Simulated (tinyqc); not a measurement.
Keating valence-force model of a tetrahedral crystal. Changing the bond stretching alpha. Computed by tinyqc, a small Python program. Command: `OMP_NUM_THREADS=1 python tinyqc.py 3001759 3001760 out.jsonl keating sweep`. One thread of a shared host (Intel(R) Xeon(R) Processor @ 2.30GHz), about 0.04 s of CPU time with the checks.

Atom A sits at 0 and atom B at a/4 (1,1,1) of an fcc lattice; the four bonds from A are t = a/4 (1,1,1), a/4 (1,-1,-1), a/4 (-1,1,-1), a/4 (-1,-1,1), of length d = sqrt(3) a/4. Energy: E = (3 alpha/(8 d^2)) sum over bonds (r.r - d^2)^2 + (3 beta/(8 d^2)) sum over pairs of bonds at one atom (r_i.r_j + d^2/3)^2, with beta_A for the six pairs at A and beta_B for the six at B. The cell holds two atoms, Omega = a^3/4. 1 N/m = 1 J/m^2. With constants fitted to the elastic moduli this model puts optical and zone-boundary frequencies of real crystals too high, by up to about 20 % in elemental crystals and up to about 50 % in compounds, and mostly by more for TA modes; in compounds the lattice part of the static dielectric constant then comes out too low.

Inputs (values chosen for the exercise, modelled on zinc sulfide):
```
quantity             value      unit
lattice constant a    5.41  angstrom
mass M_A             65.38         u
mass M_B             32.06         u
bond bending beta_A   4.58       N/m
bond bending beta_B   4.58       N/m
```

Structure: zinc blende.

Constants: nu for 1 eV/(angstrom^2 u) = 15.6333042 THz; 1 eV/angstrom^2 = 16.02176634 J/m^2; 1 THz = 33.35640952 1/cm.

Method:
- beta = (beta_A + beta_B)/2; C11 = (alpha + 3 beta)/a, C12 = (alpha - beta)/a, C44 = 4 alpha beta/(a (alpha + beta)); with the two sublattices clamped C44(0) = (alpha + beta)/a; internal-strain parameter zeta = (alpha - beta)/(alpha + beta); B = (C11 + 2 C12)/3.
- beta = (beta_A + beta_B)/2; mu = M_A M_B/(M_A + M_B); lambda = 4 (alpha + beta)/mu with the springs in eV/angstrom^2; nu = 15.6333042 THz x sqrt(lambda).
- With displacements u exp(i q.r), each bracket changes by g.u, where g = (g_A, g_B): bond t, g = (-2 t, 2 t exp(i q.t)); pair (i, j) at A, g = (-(t_i + t_j), t_i exp(i q.t_j) + t_j exp(i q.t_i)); pair at B, g = (-t_i exp(-i q.t_j) - t_j exp(-i q.t_i), t_i + t_j). Then D_mn = sum over the 4 bonds and 12 pairs of (4 k/a^2) conj(g_m) g_n / sqrt(M_m M_n), with k = alpha or beta converted to eV/angstrom^2. Only the short-range forces enter; the Coulomb field of the charges is left out.
- An eigenvalue lambda of D in eV/(angstrom^2 u) gives nu = 15.6333042 THz x sqrt(lambda).
- Take the lowest frequency at X = (1, 0, 0) 2 pi/a, the transverse acoustic (TA) mode.

One run for each value; columns: (1) bond stretching alpha (N/m); (2) nu_TO at G (THz); (3) bulk modulus B (GPa); (4) C44 (GPa); (5) TA frequency at X (THz); (6) internal-strain parameter zeta:
```
(1)      (2)     (3)     (4)     (5)      (6)
22.8   8.813   44.97  28.199  3.3400  0.66545
27.8   9.584   54.21  29.073  3.3496  0.71711
33.9  10.447   65.48  29.833  3.3571  0.76195
41.3  11.408   79.16  30.483  3.3630  0.80035
50.3  12.477   95.80  31.037  3.3676  0.83309
61.4  13.680  116.32  31.513  3.3713  0.86117
74.8  15.005  141.08  31.909  3.3743  0.88461
91.2  16.483  171.40  32.244  3.3767  0.90436
```

Over the rows, nu_TO at G (THz) rises from 8.81 to 16.5 (exponent d ln y / d ln x 0.42 between the first rows and 0.47 between the last); bulk modulus B (GPa) rises from 45.0 to 171 (exponent d ln y / d ln x about 0.97 throughout); C44 (GPa) rises from 28.2 to 32.2 (exponent d ln y / d ln x 0.15 between the first rows and 0.053 between the last); TA frequency at X (THz) rises from 3.340 to 3.377 (exponent d ln y / d ln x 0.015 between the first rows and 0.0036 between the last); internal-strain parameter zeta rises from 0.665 to 0.904 (exponent d ln y / d ln x 0.38 between the first rows and 0.11 between the last). At the high end the exponent of nu_TO at G is 0.47, close to 0.50: the optical mode mostly stretches bonds. B = (alpha + beta/3)/a and the optical mode follow the bond stretching; C44 needs the angles to bend and saturates towards 4 beta/a, and zeta tends to 1 as bonds become rigid.

Extremes, crossings and ranges named in words are read from the listed rows.
